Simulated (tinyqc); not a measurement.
Inside a calculation. Model: one anharmonic mode: perturbation theory, self-consistent phonons and exact levels. Computed by tinyqc, a small Python program that keeps every step. Command: `OMP_NUM_THREADS=1 python tinyqc.py 3030159 3030160 out.jsonl scp walk`. One thread of a shared host (Intel(R) Xeon(R) Processor @ 2.30GHz), about 0.04 s of CPU time with the checks. Intermediate numbers are printed to about 7 digits and carried at full precision; extremes and crossings named in words are read from the listed rows.

V(x) = k x^2/2 + b x^4 for one coordinate x of mass M. A constant K > 0 gives hbar Omega = sqrt((hbar^2/u) K/M) with K in eV/angstrom^2 and M in u.

Inputs (values chosen for the exercise, for a model mode): mode mass M = 104 u; harmonic constant k = 29.3 eV/angstrom^2; quartic constant b = 6150 eV/angstrom^4; temperature T = 130 K; mixing = 0.4; basis size N of the small matrix = 5.

Shape: single well.

Constants: hbar^2/u = 4.18015928e-03 eV angstrom^2; k_B = 8.617333262e-05 eV/K.

## Harmonic values and first-order shift

<x^2> = (hbar Omega/(2K)) coth(hbar Omega/(2 k_B T)) at K = k; first order in b shifts the quantum by 6 b <x^2> hbar Omega/k.

harmonic quantum = 34.31734 meV

harmonic <x^2> = 6.430360e-04 angstrom^2

first-order shift = 27.79122 meV

Caution: the first-order shift is large, so perturbation theory overshoots.

## Self-consistent cycle

Self-consistent phonon, centred at x = 0: K = k + 12 b <x^2>, <x^2> = (hbar Omega/(2K)) coth(hbar Omega/(2 k_B T)). Start at K = |k|; K(new) = K + mixing x (K_out - K), but at least K/20; stop when |K_out - K| < 1e-9 |k| or after 90 steps.

Iterations:
```
step  K (eV/angstrom^2)  hbar Omega (meV)     K_out     K_out - K
0              29.30000          34.31734  76.75605  4.745605e+01
1              48.28242          44.05288  64.31347  1.603104e+01
2              54.69484          46.88705  61.90998  7.215142e+00
3              57.58090          48.10818  60.98249  3.401594e+00
4              58.94153          48.67326  60.57265  1.631117e+00
5              59.59398          48.94191  60.38187  7.878902e-01
6              59.90914          49.07115  60.29100  3.818643e-01
7              60.06188          49.13367  60.24725  1.853726e-01
8              60.13603          49.16399  60.22609  9.005642e-02
...                 ...               ...       ...           ...
21             60.20611          49.19263  60.20612  7.627480e-06
22             60.20612          49.19263  60.20612  3.708196e-06
23             60.20612          49.19263  60.20612  1.802787e-06
24             60.20612          49.19263  60.20612  8.764476e-07
25             60.20612          49.19263  60.20612  4.260961e-07
26             60.20612          49.19263  60.20612  2.071520e-07
27             60.20612          49.19263  60.20612  1.007096e-07
28             60.20612          49.19263  60.20612  4.896125e-08
29             60.20612          49.19263  60.20612  2.380313e-08
```

converged (1 yes, 0 no) = 1

self-consistent K = 60.20612 eV/angstrom^2

Converged at step 29.

## Self-consistent results

Its free energy is F = k_B T ln[2 sinh(hbar Omega/(2 k_B T))] + (k - K)<x^2>/2 + 3 b <x^2>^2, an upper bound to the exact one.

self-consistent quantum = 49.19263 meV

self-consistent <x^2> = 4.187821e-04 angstrom^2

self-consistent free energy = 21.22097 meV

## Hamiltonian in a small basis

Basis: oscillator states n of the constant |k|, with x = s (a + a+), s^2 = hbar Omega/(2|k|); H = hbar Omega (n + 1/2) + (k - |k|) x^2/2 + b x^4, with exact matrix elements of x^2 and x^4.

H (meV):
```
[[23.4861, 0.0000, 17.8967, 0.0000, 10.3327],
 [0.0000, 83.1132, 0.0000, 51.6634, 0.0000],
 [17.8967, 0.0000, 168.0501, 0.0000, 102.2882],
 [0.0000, 51.6634, 0.0000, 278.2968, 0.0000],
 [10.3327, 0.0000, 102.2882, 0.0000, 413.8532]]
```

## Levels in the small basis

Diagonalise H.

levels (meV): [21.2894, 70.2819, 132.6650, 291.1281, 451.4350]

## Exact levels and averages

Exact values use 120 basis states: F = -k_B T ln sum exp(-E_n/(k_B T)), and <x^2> is the Boltzmann mean.

lowest exact levels (meV): [21.2577, 69.3201, 126.4808, 190.0004, 258.6907, 331.8084]

E_1 - E_0 = 48.06232 meV

exact free energy = 21.10438 meV

exact <x^2> = 4.265067e-04 angstrom^2

The self-consistent free energy lies 0.117 meV above the exact one, and its <x^2> is -1.8 % off. The small basis misses E_0 by 0.0317 meV.

## Three descriptions against temperature

The classical <x^2> is int x^2 exp(-V/(k_B T)) dx / int exp(-V/(k_B T)) dx (2001 points over six exact widths each way).

Results; columns: (1) T (K); (2) hbar Omega, self-consistent (meV); (3) <x^2>, self-consistent; (4) <x^2>, exact; (5) F, self-consistent (meV); (6) F, exact (meV); (7) <x^2>, classical:
```
(1)        (2)           (3)           (4)        (5)        (6)           (7)
20    48.94531  4.105995e-04  4.169550e-04   21.36213   21.25775  5.233669e-05
48    48.94545  4.106043e-04  4.169613e-04   21.36210   21.25771  1.124463e-04
100   49.01263  4.128229e-04  4.195961e-04   21.33278   21.22517  2.035710e-04
180   49.76466  4.378652e-04  4.484640e-04   20.70492   20.55622  3.167841e-04
320   52.19930  5.215538e-04  5.449084e-04   16.57909   16.24345  4.753599e-04
560   56.43850  6.768098e-04  7.246191e-04   1.825689  0.9900671  6.895071e-04
960   62.08974  9.026232e-04  9.866461e-04  -36.83807  -38.70831  9.687224e-04
1600  68.75347   0.001196559   0.001328295  -120.9305  -124.6711   0.001318789
```

The self-consistent quantum hardens from 48.95 to 68.75 meV, since a wider spread samples the steep quartic walls. Its <x^2> misses by -1.5 % at the lowest T and -9.9 % at the highest; the excess in F runs from 0.104 to 3.741 meV. The classical value is 0.13 of the exact one at the lowest T and 0.993 at the highest.

Checks made by the program: dF/dK = 0 at the solution (relative difference below 1e-10).
